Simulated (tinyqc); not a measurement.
Worked calculation: oxide trap near a transistor channel: two-state multiphonon kinetics, telegraph noise and bias instability. Computed by tinyqc, a small Python program that keeps every step. Command: `OMP_NUM_THREADS=1 python tinyqc.py 3012685 3012686 out.jsonl oxidetrap walk`. One thread of a shared host (Intel(R) Xeon(R) Processor @ 2.30GHz), about 0.01 s of CPU time with the checks. Intermediate numbers are printed to about 6 digits and carried at full precision; extremes and crossings named in words are read from the listed rows.

An n-channel device under positive gate bias. The trap is empty (state 1) or holds an electron (state 2); both states are parabolas of equal curvature, and the electron reservoir is taken at the Fermi level of the channel.

Inputs (values chosen for the exercise, with an insulator like Si3N4 on silicon): insulator constant eps_ox = 7.26; insulator thickness t_ox = 1.9 nm; trap depth x from the interface = 0.35 nm; tunnel barrier phi_b = 2 eV; tunnelling mass m_ox = 0.39 m_0; trap level above E_F at zero field E_t = -0.025 eV; relaxation energy E_R = 1 eV; oxide field F = 2.4 MV/cm; attempt rate k_0 at the interface = 2e+12 1/s; temperature T = 200 K; channel width W = 41 nm; channel length L = 110 nm; frequency f = 40000 Hz; stress time t_s = 300 s; trap density N_t = 1.2e+17 cm^-3 eV^-1; mean capture barrier mu_c = 1.4 eV; spread of the barriers s_c = 0.14 eV; saturation shift dV_max = 110 mV.

Parts treated: one trap and an ensemble.

Constants: hbar^2/(2 m_0) = 3.80998212 eV angstrom^2; k_B = 8.617333262e-05 eV/K; e = 1.602176634e-19 C; eps_0 = 8.8541878128e-12 F/m.

## Tunnelling factor

kappa = sqrt(2 m_ox phi_b)/hbar = sqrt(m_ox phi_b/(hbar^2/2m_0)); attenuation length lambda = 1/(2 kappa); factor exp(-x/lambda) for a rectangular barrier.

kappa = 4.52466 1/nm

attenuation length lambda = 0.110506 nm

tunnelling factor = 0.0421188

## Barriers and time constants

E_21 = E_t - e F x is the energy of state 2 over state 1; barriers E_c = (E_R + E_21)^2/(4 E_R), E_e = E_c - E_21; tau_c = exp(E_c/k_B T)/(k_0 P), tau_e = exp(E_e/k_B T)/(k_0 P), P the tunnelling factor; occupation f_2 = tau_e/(tau_c + tau_e); 1/tau_0 = 1/tau_c + 1/tau_e.

E_21 = -0.109 eV

capture barrier E_c = 0.198470 eV

emission barrier E_e = 0.307470 eV

capture time tau_c = 1.19049e-06 s

emission time tau_e = 6.64360e-04 s

occupation f_2 = 0.998211

tau_0 = 1.18836e-06 s

The trap is almost always filled at this bias.

## Step height and noise

Charge-sheet step dV = e (t_ox - x)/(eps_ox eps_0 W L); Lorentzian spectrum S(f) = 4 dV^2 tau_0^2/((tau_c + tau_e)(1 + (2 pi f tau_0)^2)); corner 1/(2 pi tau_0); variance dV^2 f_2 (1 - f_2) = dV^2 tau_0/(tau_c + tau_e).

threshold step dV = 0.856604 mV

corner frequency = 133929 Hz

S(f) = 5.71774e-15 V^2/Hz

root-mean-square noise = 0.0361962 mV

f lies below the corner, on the flat part. Random dopants and current percolation, left out here, spread real steps around this value.

## Stress and recovery of one trap

From the zero-field occupation f(0), f(t) = f_2 + (f(0) - f_2) exp(-t/tau_0) under the field; after t_s the field is removed and f relaxes with the zero-field constants.

occupation at zero field = 0.810085

tau_0 at zero field = 9.36912e-06 s

occupation after stress = 0.998211

half-time of recovery = 6.49418e-06 s

## Bias dependence of the times

The formulas are those given above.

Against field:
```
F (MV/cm)  E_21 (eV)    tau_c (s)   tau_e (s)       f_2
0.00         -0.0250  1.15656e-05  0.00004933  0.810085
0.72         -0.0502  5.72269e-06  0.00010534  0.948472
1.44         -0.0754  2.88425e-06  0.00022910  0.987567
1.92         -0.0922  1.84544e-06  0.00038854  0.995273
2.40         -0.1090  1.19049e-06  0.00066436  0.998211
2.88         -0.1258  7.74290e-07  0.00114531  0.999324
3.60         -0.1510  4.12421e-07  0.00263253  0.999843
```

ln(tau_c/tau_e) falls by e x/k_B T = 2.031 per MV/cm, which measures the depth x if the change of surface potential with bias is left aside. Over these rows tau_c shortens by 1.45 decades and tau_e lengthens by 1.73; the shares differ because E_21 is not small against E_R.

## Many traps: 1/f noise

McWhorter number fluctuations for traps uniform in depth and energy: S_V = e^2 k_B T N_t lambda/(W L C_ox^2 f), C_ox = eps_ox eps_0/t_ox. The number of traps within k_B T in energy and one decade in time is N_t k_B T lambda ln(10) W L.

C_ox = 3.38323 microF/cm^2

1/f noise S_V(f) = 2.84112e-14 V^2/Hz

active traps per decade = 0.00237334

With less than one active trap per decade a single device shows separate Lorentzians; 1/f is only the average over many devices. Caution: N_t k_B T lambda ln(10) W L, the number of active traps per decade, is below one, so S_V is only the mean over many devices.

## Many traps: shift under stress

For a normal spread of capture barriers (given for the stress field, with depth and field not resolved, k_0 being taken as the effective rate of the ensemble), traps with barrier below k_B T ln(k_0 t) are filled: dV(t) = (dV_max/2) erfc((mu_c - k_B T ln(k_0 t))/(sqrt(2) s_c)); local exponent n = d ln dV/d ln t (central difference, factor 1.01 in t).

filling front k_B T ln(k_0 t_s) = 0.586460 eV

shift after t_s = 3.41560e-07 mV

local time exponent n = 0.735445

Caution: the shift after t_s is too small to measure: the filling front has hardly reached the barriers.

## Power law or saturation

The extrapolation continues the power law fitted through 10 s and 1000 s.

Against stress time:
```
t (s)      shift (mV)  local exponent  power law (mV)  shift at T + 50 K (mV)
1.00e-03  9.85046e-12        0.922638     2.53054e-11             1.11213e-09
1.00e-01  5.89065e-10        0.854098     8.06489e-10             1.11385e-07
1.00e+01  2.57030e-08        0.785759     2.57030e-08             6.83392e-06
1.00e+03  8.19159e-07        0.717672     8.19159e-07             2.57604e-04
1.00e+05  1.90935e-05        0.649905     2.61067e-05             5.99012e-03
1.00e+07  3.26033e-04        0.582550     8.32027e-04             8.64216e-02
3.00e+08  2.17384e-03        0.533143     1.07270e-02             4.58948e-01
```

The exponent falls from 0.923 to 0.533 as the front climbs the distribution, so the power law overstates the shift at 3e8 s (about ten years) by a factor 4.93. Heating by 50 K raises the shift at 1000 s by a factor 314: time and temperature enter only through T ln(k_0 t).

Checks made by the program: detailed balance tau_c/tau_e = exp(E_21/k_B T) (relative difference below 1e-10); the integral of S(f) against the variance (relative difference below 1e-10).
